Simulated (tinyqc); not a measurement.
What moves the moment: Stoner model of a band ferromagnet.

Density of states per atom and spin: flat with a rise to the top, D(e) = (M/W) [1 - sp + 4 sp (e/W + 1/2)^3]. Levels e -/+ I m/2 for up and down spin, m = n_up - n_down, n_up + n_down = nd. At zero temperature e(N) is the energy below which N states lie, and E(m) = sum over spins of integral e D de - I m^2/4.

Values chosen for the exercise:
- W = 6.5 eV (band width, e from -W/2 to W/2)
- M = 5 (states per atom and spin)
- nd = 9 (electrons per atom)
- sp = 0.65 (shape parameter)
- I = 0.65 eV (Stoner parameter)

Lowest state for each case.

One parameter was then changed.

Results before and after:

| case | I D(EF) | m (muB) | E - E(0) (meV) |
|---|---|---|---|
| base | 1.341 | 1.000 | -41.1 |
| changed | 1.458 | 1.000 | -50.8 |

Which of these changes was made? (a) sp = 0.75; (b) nd = 8.7; (c) W = 5.98 eV; (d) I = 0.702 eV.
Answer: (c) W = 5.98 eV. Of the candidates, run in turn, only this one gives the changed row.

All candidates:

| case | I D(EF) | m (muB) | E - E(0) (meV) |
|---|---|---|---|
| base | 1.341 | 1.000 | -41.1 |
| W = 5.98 eV | 1.458 | 1.000 | -50.8 |
| I = 0.702 eV | 1.449 | 1.000 | -54.1 |
| nd = 8.7 | 1.301 | 1.300 | -62.7 |
| sp = 0.75 | 1.485 | 1.000 | -52.9 |

tinyqc: `OMP_NUM_THREADS=1 python tinyqc.py 1650540 1650541 out.jsonl`; about 0.3 s, one thread, shared Intel(R) Xeon(R) Processor @ 2.30GHz.
